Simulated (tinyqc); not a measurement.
Decay of LO phonons and the hot-phonon bottleneck in the cooling of electrons: one step, computed by the program tinyqc. Command: `OMP_NUM_THREADS=1 python tinyqc.py 3020766 3020767 out.jsonl hotphonon walk`. One thread of a shared host (Intel(R) Xeon(R) Processor @ 2.30GHz), about 0.01 s of CPU time with the checks.

n(E, T) = 1/(exp(E/(k_B T)) - 1) is the Bose occupation. Electrons have a temperature T_e; the LO modes within their reach share one occupation N; the decay products stay at the lattice temperature.

Task: Spontaneous emission time. Froehlich coupling alpha = (e^2/(4 pi eps_0)) (1/eps_inf - 1/eps_s) k_0/(2 hbar omega), k_0 = sqrt(m* hbar omega/(hbar^2/(2 m_0))); emission time tau_sp = hbar/(2 alpha hbar omega); bottleneck ratio r = (n/N_m) tau/tau_sp.

Inputs (values chosen for the exercise, modelled on gallium nitride):
```
quantity                                             value    unit
LO energy hbar omega                                    91     meV
lattice temperature T                                  300       K
electron mass m*                                     0.201     m_0
eps_inf                                               5.46       -
static dielectric constant eps_s                      9.36       -
electron density n                                 3.4e+17  1/cm^3
density of LO modes that the electrons reach, N_m  1.3e+19  1/cm^3
```

Decay channel: two unequal phonons (Ridley).

phonon lifetime tau = 1.487682 ps

Constants: e^2/(4 pi eps_0) = 14.39964548 eV angstrom; hbar^2/(2 m_0) = 3.80998212 eV angstrom^2; hbar = 6.582119569e-16 eV s.

Give: alpha; emission time tau_sp; bottleneck ratio r.

Result:

alpha = 0.4183

emission time tau_sp = 8.645 fs

bottleneck ratio r = 4.501

r compares the rate at which electrons exchange quanta with a mode to its decay rate. Exchange outruns decay, so a hot population builds up if the power is high enough.
